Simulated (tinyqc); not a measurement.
Inside a calculation: band gaps under pressure and temperature from deformation potentials. Values are carried at full precision from step to step, so a last printed digit may differ when a step is redone from the rounded ones.

Murnaghan: V/V0 = (1 + Bp P/B0)^(-1/Bp), B0 = (C11 + 2 C12)/3. Each gap moves by a ln(V/V0) with its volume potential a, and falls with temperature by aV T^2/(T + bV) (Varshni); the two effects are added. No change of phase is considered.

Inputs chosen for the exercise (near those of GaSb, the X and L potentials typical of such crystals; shifted at random, so the results belong to these values and not to a real crystal): C11 = 87.6 GPa; C12 = 39.9 GPa; Bp = 4.82 (pressure derivative of the bulk modulus); P = 3.2 GPa (pressure); Eg = 0.812 eV (gap at Gamma to the s-like level at 0 K, 0 GPa); EgX = 1.157 eV (gap to X at 0 K, 0 GPa); EgL = 0.885 eV (gap to L at 0 K, 0 GPa); aG = -8.26 eV (volume potential of the Gamma gap); aX = 1.79 eV (volume potential of the X gap); aL = -2.91 eV (volume potential of the L gap); aV = (0.399, 0.456, 0.585) meV/K (Varshni alpha of Gamma, X, L); bV = (132, 92, 147) K (Varshni beta of Gamma, X, L); T = 300 K (temperature); aT = 6.4 1e-6/K (linear thermal expansion near 300 K).

## Volume under pressure

Give B0, V/V0, ln(V/V0), the change of the lattice constant and the linear estimate -P/B0.

B0 = 55.80 GPa
V/V0 = 0.95063
ln(V/V0) = -0.05063
change of a = -1.674 %
-P/B0 = -0.05735

The stiffening under pressure makes the compression 11.7 % smaller than the linear estimate.

## Gaps at P and T

Give both shifts and the gaps.

pressure shifts (eV): Gamma 0.4182, X -0.0906, L 0.1473

temperature shifts (eV): Gamma -0.0831, X -0.1047, L -0.1178

gaps (eV): Gamma 1.1471, X 0.9617, L 0.9146

The lowest valley is L (indirect gap), 47 meV below X; at 0 K and 0 GPa it is Gamma.

## Pressure coefficients

Expand in P: E = E0 + c1 P + c2 P^2 with c1 = -a/B0 and c2 = a Bp/(2 B0^2).

c1 (meV/GPa): Gamma 148.03, X -32.08, L 52.15

c2 (meV/GPa^2): Gamma -6.393, X 1.385, L -2.252

Gamma and L rise under pressure and X falls, as the signs of the volume potentials say.

## Pressures at which the valleys cross

Two gaps meet at ln(V/V0) = -(E_i - E_j)/(a_i - a_j), with the gaps at T and P = 0; then P = (B0/Bp)(exp(-Bp ln(V/V0)) - 1). A dash marks expansion or a compression beyond ln(V/V0) = -0.3.

Crossings:

| pair | E_i - E_j (eV) | ln(V/V0) | P (GPa) |
|---|---|---|---|
| Gamma-X | -0.3234 | -0.0322 | 1.94 |
| Gamma-L | -0.0383 | -0.0072 | 0.41 |
| L-X | -0.2851 | -0.0607 | 3.93 |

The lowest valley changes at 0.41 GPa (Gamma to L) and 3.93 GPa (L to X).

## How much of dE/dT is thermal expansion

At 300 K: dE/dT = -aV T (T + 2 bV)/(T + bV)^2; expansion alone gives 3 aT a; the rest is electron-phonon coupling.

dE/dT (meV/K): Gamma -0.3617, X -0.4309, L -0.5217

from expansion (meV/K): Gamma -0.1586, X 0.0344, L -0.0559

remainder (meV/K): Gamma -0.2032, X -0.4653, L -0.4659

Expansion supplies 44 % of the slope at Gamma and 11 % at L; at X it works against the fall.

## Checks

- Slope of the Gamma gap at P = 0 by finite differences against c1 (meV/GPa): both 148.03.

Computed by tinyqc, a small Python program: `OMP_NUM_THREADS=1 python tinyqc.py 1050714 1050715 out.jsonl` (the numbers bound the seed that draws the inputs); one thread of a shared host (Intel(R) Xeon(R) Processor @ 2.30GHz), about 0.01 s for the whole set of steps.
